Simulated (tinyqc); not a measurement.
Correction of a charged-defect supercell by a model charge and potential alignment (plane-averaged potentials). From exact correction back to dielectric constant eps. Computed by tinyqc, a small Python program. Command: `OMP_NUM_THREADS=1 python tinyqc.py 3112411 3112412 out.jsonl align inv`. One thread of a shared host (Intel(R) Xeon(R) Processor @ 2.30GHz), about 0.03 s of CPU time with the checks.

The "true" defect charge is (1 - x) q in a Gaussian of width sigma plus x q in one of width sigma_t, so the exact answer is known; the correction sees only a single model Gaussian of width sigma_m. A Gaussian of width s has the transform rho(G) = exp(-G^2 s^2/2), normalised to 1. A uniform background cancels q, so G = 0 is left out. Potentials are those felt by a unit positive charge. E_0 is the formation energy of the isolated defect, E_cell its value in the supercell, E_lat = E_iso - E_per of the model charge, C the true less the model potential far from the defect; the exact correction is E_0 - E_cell, and the error of a scheme is E_cell plus its correction less E_0.

Inputs (values chosen for the exercise, with screening close to that of HfO2):

| quantity | value | unit |
|---|---|---|
| defect charge q | 2 | e |
| edge of the cubic cell L | 15.9 | angstrom |
| width sigma of the true defect charge | 1.3 | angstrom |
| share x of the charge in a wide tail | 0.33 | - |
| width sigma_t of the tail | 2.7 | angstrom |
| formation energy of the isolated defect E_0 | 2.64 | eV |

Constants: e^2/(4 pi eps_0) = 14.39964548 eV angstrom.

Method. Periodic energy E_per = (2 pi q^2/(eps L^3)) (e^2/(4 pi eps_0)) sum_(G != 0) rho(G)^2/G^2, G = (2 pi/L)(n1, n2, n3), |n_i| <= 16. Isolated energy: two Gaussians of charges q_a, q_b and widths a, b interact by q_a q_b (e^2/(4 pi eps_0 eps)) sqrt(2/pi)/sqrt(a^2 + b^2), and the self-energy is half the sum over pairs. Supercell value E_cell = E_0 + E_per - E_iso for the true charge.

Task: A run gave the result below. Find the dielectric constant eps, known to lie between 17 and 31.

exact correction = 0.2069829 eV

Result:

Each step takes the trial c = (a f_b - b f_a)/(f_b - f_a), f being the result less the target and a, b, c the logarithms of the listed values; c replaces end b, the old b replaces a if the sign of f changed, and otherwise f_a is halved.

Scan of the range:

| dielectric constant eps | exact correction (eV) |
|---|---|
| 17.0 | 0.283567 |
| 18.8 | 0.256417 |
| 20.8 | 0.231761 |
| 23.0 | 0.209593 |
| 25.4 | 0.189789 |
| 28.0 | 0.172165 |
| 31.0 | 0.155504 |

False position (Illinois rule, in the logarithm of the input) inside the bracket:

| step | end a | end b | trial | exact correction (eV) |
|---|---|---|---|---|
| 1 | 23.0000 | 25.4000 | 23.3028 | 0.206869 |
| 2 | 23.0000 | 23.3028 | 23.2784 | 0.207086 |
| 3 | 23.3028 | 23.2784 | 23.2900 | 0.206983 |
| 4 | 23.2784 | 23.2900 | 23.2900 | 0.206983 |

Exact correction falls at every point of a 13-point scan of the range (every second point is shown), so one value fits; it is bracketed by 23.0 and 25.4. The scan shows a pure power law with exponent -1.0000, so scaling from any one row also gives the answer directly. Answer: dielectric constant eps = 23.29.
